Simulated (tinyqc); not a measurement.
Biaxially strained (001) channel, valley splitting in an inversion layer: effect of the germanium share of the relaxed buffer.

A thin layer grown on a relaxed buffer is stretched in the plane. The two valleys with their long axis along the growth direction (D2) sink against the four in-plane ones (D4); confinement in a triangular well splits them too. Only the lowest subband of each set is kept; one relaxation time, so the weakening of intervalley scattering is left out.

e_par = b1 x, e_perp = -2 (c12/c11) e_par, splitting D = Xu (e_par - e_perp), in-plane stress (c11 + c12 - 2 c12^2/c11) e_par. Levels E(m) = 2.33811 (hbar^2 q^2 F^2/(2 m))^(1/3): E2 = E(ml), E4 = E(mt) + D; N2 = 2 mt kB T/(pi hbar^2), N4 = 4 sqrt(mt ml) kB T/(pi hbar^2). EF solves Ns = N2 ln(1 + exp((EF - E2)/Vt)) + N4 ln(1 + exp((EF - E4)/Vt)); f2 is the share in D2, and 1/mc = f2/mt + (1 - f2)(1/mt + 1/ml)/2. Critical thickness (Matthews-Blakeslee, 60-degree dislocations): h = bv (1 - nu/4)[ln(h/bv) + 1]/(4 pi e_par (1 + nu)), nu = c12/(c11 + c12). The gain is mc(x = 0)/mc.

Values chosen for this exercise; values close to those of silicon on relaxed silicon-germanium:
- T = 300 K (temperature)
- b1 = 0.0418 (lattice mismatch per unit x)
- c11 = 166 GPa (elastic constant)
- c12 = 62.2 GPa (elastic constant)
- Xu = 8.77 eV (shear deformation potential)
- ml = 0.926 m0 (longitudinal mass)
- mt = 0.19 m0 (transverse mass)
- F = 0.63 MV/cm (confining field)
- Ns = 7.5e12 cm^-2 (inversion density)
- bv = 0.384 nm (Burgers vector)

Constants: q = 1.602176634e-19 C, kB = 1.380649e-23 J/K, hbar = 1.054571817e-34 J s, m0 = 9.1093837015e-31 kg, Vt = kB T/q, hbar^2/(2 m0) = 0.0380998212 eV nm^2. Results are converted to the units shown.

The same in every row: f2 without strain = 0.7711.

Effect of the germanium share of the relaxed buffer:
```
x,D (meV),f2,mc (m0),gain,critical thickness (nm)
0.03,19.24,0.8625,0.2010,1.040,120.4
0.09,57.72,0.9605,0.1930,1.083,32.31
0.15,96.20,0.9904,0.1907,1.096,17.12
0.21,134.7,0.9978,0.1902,1.099,11.13
0.27,173.2,0.9995,0.1900,1.100,8.004
0.33,211.6,0.9999,0.1900,1.100,6.111
0.39,250.1,1.000,0.1900,1.100,4.855
0.45,288.6,1.000,0.1900,1.100,3.968
```

As x goes from 0.03 to 0.45, f2 rises from 0.862 to 1.00 (without strain: it stays at 0.771) and the gain rises from 1.04 to 1.10. The gain cannot pass 1.100, reached when D4 is empty, while the critical thickness falls from 120 to 3.97 nm.

Computed by the program tinyqc: `OMP_NUM_THREADS=1 python tinyqc.py 2530042 2530043 out.jsonl`, one thread of a shared Intel Xeon 2.30GHz, about 0.01 s for the whole run.
